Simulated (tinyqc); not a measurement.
Metal gate on a two-layer dielectric stack with fixed charge and a dipole: flat band against the thickness t1.

Gate, layer 2, layer 1, p-type semiconductor; x runs from the gate inwards. Charges are counted in units of +q. psi is the band bending at the surface, positive towards inversion. Classical charge, Boltzmann statistics, no interface traps.

EOT = 3.9 (t1/e1 + t2/e2), Cox = eps0/(t1/e1 + t2/e2); phi_ms = pM - (chi + Eg - Vt ln(Nv/Na)). Vfb = phi_ms + Vd - (q/eps0) [Q1 (t1/e1 + t2/e2) + Q2 t2/e2 + r1 (t1^2/(2 e1) + t1 t2/e2) + r2 t2^2/(2 e2)]: each charge counts with its electrical distance from the gate. ni = sqrt(Nc Nv) exp(-Eg/(2 Vt)), Eg in volts, pB = Vt ln(Na/ni), Vth = Vfb + 2 pB + sqrt(4 q eps0 eps_r Na pB)/Cox.

Values chosen for this exercise; band and dielectric values close to those of silicon, layer 1 close to silicon dioxide, layer 2 close to zirconium oxide: temperature T = 300 K; band gap Eg = 1.13 eV; relative permittivity eps_r = 11.6; conduction-band density of states at T Nc = 2.78e19 cm^-3; valence-band density of states at T Nv = 2.67e19 cm^-3; electron affinity chi = 4.05 eV; acceptor density Na = 4.3e16 cm^-3; work function of the gate metal pM = 4.95 eV; relative permittivity of layer 1 e1 = 3.99; thickness of layer 2, next to the gate t2 = 2.1 nm; relative permittivity of layer 2 e2 = 25.4; fixed charge at the semiconductor interface Q1 = 5.8e10 cm^-2; fixed charge between the layers Q2 = 1.5e12 cm^-2; uniform charge density in layer 1 r1 = 9.7e18 cm^-3; uniform charge density in layer 2 r2 = -1.1e18 cm^-3; flat-band shift by a dipole layer between the layers Vd = 0.37 V.

Constants: q = 1.602176634e-19 C, kB = 1.380649e-23 J/K, Vt = kB T/q, eps0 = 8.8541878128e-14 F/cm where lengths are in cm. Results are converted to the units shown.

Flat band against the thickness t1:
```
t1 (nm)  EOT (nm)   Vfb (V)  Vth (V)
0.5       0.81116   0.27061   1.0920
0.9        1.2021   0.25144   1.0848
1.2        1.4954   0.23244   1.0748
1.6        1.8864   0.20094   1.0554
1.9        2.1796   0.17271   1.0362
2.3        2.5706   0.12890   1.0044
2.6        2.8638  0.091421  0.97590
3          3.2548  0.035295  0.93180
```

Vfb falls from 0.271 to 0.0353 V and Vth falls from 1.09 to 0.932 V. The slope dVfb/dEOT is -49.0 mV/nm between the first two rows and -144 between the last two: the charge inside the growing layer bends the line. A line through the end rows meets EOT = 0 at 0.349 V, against phi_ms + Vd = 0.306 V; an effective work function read from it is off by 412 mV from pM.

Computed by the program tinyqc: `OMP_NUM_THREADS=1 python tinyqc.py 2010057 2010058 out.jsonl`, one thread of a shared Intel Xeon 2.30GHz, about 0.01 s for the whole run.
